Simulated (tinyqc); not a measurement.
Shallow acceptor in the spherical model (Baldereschi-Lipari), strong spin-orbit limit: one step, computed by the program tinyqc.

The 1S(3/2) state has an s envelope f(r) and a d envelope g(r). In effective units they obey -(f'' + 2f'/r + 2f/r) + mu (g'' + 5g'/r + 3g/r^2) = E f and -(g'' + 2g'/r - 6g/r^2 + 2g/r) + mu (f'' - f'/r) = E g. The cubic term, the split-off band and the central cell are left out.

Question. Lowest level in the small basis. H c = E S c with c^T S c = 1 and the largest component positive; the d weight is the part of the norm in g.

H (Ry*):
```
            f1          f2          f3         g1         g2         g3
f1     -0.9676  -0.9234150  -0.6882464  0.4586939  0.6195898  0.5885405
f2  -0.9234150   -0.478716   0.7264153  0.9547777   2.022840   2.732391
f3  -0.6882464   0.7264153    5.844502   1.304446   4.210570   8.920725
g1   0.4586939   0.9547777    1.304446  0.7489333   1.639325   2.060666
g2   0.6195898    2.022840    4.210570   1.639325   5.196996   9.326660
g3   0.5885405    2.732391    8.920725   2.060666   9.326660   26.89657
```

S:
```
          f1        f2        f3        g1        g2        g3
f1  1.000000  0.817210  0.467903  0.000000  0.000000  0.000000
f2  0.817210  1.000000  0.817210  0.000000  0.000000  0.000000
f3  0.467903  0.817210  1.000000  0.000000  0.000000  0.000000
g1  0.000000  0.000000  0.000000  1.000000  0.714315  0.282007
g2  0.000000  0.000000  0.000000  0.714315  1.000000  0.714315
g3  0.000000  0.000000  0.000000  0.282007  0.714315  1.000000
```

Give: E; coefficients; d weight.

Answer.

E = -1.253 Ry*

coefficients: f1 0.3617, f2 0.6688, f3 -0.0505, g1 -0.1589, g2 -0.1912, g3 0.0266

d weight = 0.09628

Caution: gamma_3 and gamma_2 differ by more than 0.17 gamma_1: band warping, left out here, adds several per cent to the binding.
